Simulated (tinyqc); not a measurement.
Inside a calculation. Model: spin coating of a resist or spin-on film: centrifugal thinning, evaporation and the final thickness (Emslie and Meyerhofer models). Computed by tinyqc, a small Python program that keeps every step. Command: `OMP_NUM_THREADS=1 python tinyqc.py 3110149 3110150 out.jsonl spincoat walk`. One thread of a shared host (Intel(R) Xeon(R) Processor @ 2.30GHz), about 0.09 s of CPU time with the checks. Intermediate numbers are printed to about 6 digits and carried at full precision; extremes and crossings named in words are read from the listed rows.

A Newtonian film stays uniform over the wafer; solvent and solids have the same density and the concentration is uniform through the thickness.

Inputs (values chosen for the exercise, of the order of those of a polymer resist in an ester solvent):
```
quantity                                 value          unit
solids volume fraction c0                  0.1             -
kinematic viscosity of the solvent nu_s    1.9        mm^2/s
viscosity constant k                      3000        mm^2/s
viscosity exponent gamma                   3.3             -
spin speed f                               800           rpm
evaporation rate at 1000 rpm e0           0.56  micrometre/s
starting thickness h0                      500    micrometre
time t                                    0.66             s
wafer radius R                             100            mm
shrinkage in the bake                      2.8             %
```

## Rates

omega = 2 pi f/60; nu(c) = nu_s + k c^gamma; evaporation rate e = e0 sqrt(f/1000 rpm). Flow constant K = 2 omega^2/(3 nu(c0)); Reynolds number of the air omega R^2/nu_air with nu_air = 15 mm^2/s.

omega = 83.7758 1/s

nu(c0) = 3.40356 mm^2/s

evaporation rate e = 0.500879 micrometre/s

flow constant K = 0.00137471 1/(micrometre^2 s)

Reynolds number of the air = 55850.5

## Thinning without evaporation

dh/dt = -K h^3 gives h = h0/sqrt(1 + 2 K h0^2 t); for long times h = 1/sqrt(2 K t).

h(t) without evaporation = 23.4492 micrometre

long-time form = 23.4751 micrometre

time 1/(2 K h0^2) = 0.00145485 s

The long-time form is within 0.11 %: the starting thickness is forgotten.

## The two-stage estimate

Meyerhofer estimate: flow rules until (1 - c0) K h^3 = e, then evaporation alone: h_w = (e/((1 - c0) K))^(1/3), dry film c0 h_w.

wet thickness h_w = 7.39763 micrometre

dry film, estimate = 739.763 nm

drying time (1 - c0) h_w/e = 13.2924 s

## First explicit step of the full model

Solids s and liquid l per area start at s = c0 h0, l = (1 - c0) h0. With h = h0 and c = c0: Q = K h^3, K = 2 omega^2/(3 nu); one Euler step of length dt = 0.01 h0/Q for s and l, ds/dt = -c Q, dl/dt = -(1 - c) Q - e.

Q = 171839 micrometre/s

dt = 2.90970e-05 s

s = 49.5 micrometre

l = 445.500 micrometre

Q/e at the start = 343075

## The full model

Full model for solids s and liquid l per area, h = s + l, c = s/h: ds/dt = -c Q, dl/dt = -(1 - c) Q - e, Q = 2 omega^2 h^3/(3 nu(c)); integrated adaptively (relative tolerance 1e-9) until l = 0. Dry film = s at l = 0, before the bake; film after the bake = s x (1 - shrinkage).

time to dry = 17.3440 s

dry film = 842.931 nm

film after the bake = 819.328 nm

## Course in time

Times are fractions of the time to dry.

History:
```
fraction    t (s)  h (micrometre)         c  nu (mm^2/s)          Q/e   s (nm)
0.003      0.0520         82.4568  0.100022        3.405  1.53823e+03  8247.45
0.010      0.1734         45.5846  0.100128        3.410  2.59492e+02  4564.30
0.030      0.5203         26.3481  0.100663        3.437  4.97188e+01  2652.27
0.100      1.7344         14.2929  0.104112        3.617  7.54009e+00  1488.06
0.200      3.4688          9.8589  0.112220        4.100  2.18352e+00  1106.37
0.350      6.0704          7.0134  0.131571        5.618  5.73572e-01   922.76
0.500      8.6720          5.2954  0.163080        9.452  1.46756e-01   863.57
0.700     12.1408          3.4552  0.244460       30.622  1.25831e-02   844.65
0.900     15.6096          1.7117  0.492467      291.612  1.60652e-04   842.95
```

Q/e drops below 1 between t = 3.5 and 6.1 s, when c has risen from 0.1 to about 0.132; after that row the solids fall by a further 9 %. The full model gives 1.14 times the two-stage estimate.

## Spin curve

The formulas are those given above.

Dry film against speed:
```
f (rpm)  full model (nm)  estimate (nm)  time to dry (s)
500              1066.23        935.735          27.7490
1000              753.94        661.664          13.8754
1500              615.59        540.247           9.2505
2000              533.12        467.867           6.9379
3000              435.29        382.012           4.6253
4000              376.97        330.832           3.4690
6000              307.80        270.123           2.3127
```

The full thickness goes as f^-0.500; the estimate as (e/omega^2)^(1/3) = f^(-1/2). The time to dry goes as f^-1.00. A thickness window of 1 % allows a speed error of about 2 %.

Checks made by the program: constant-viscosity run against c0 h0 exp(-int K h^2 dt) (relative difference 1e-05).
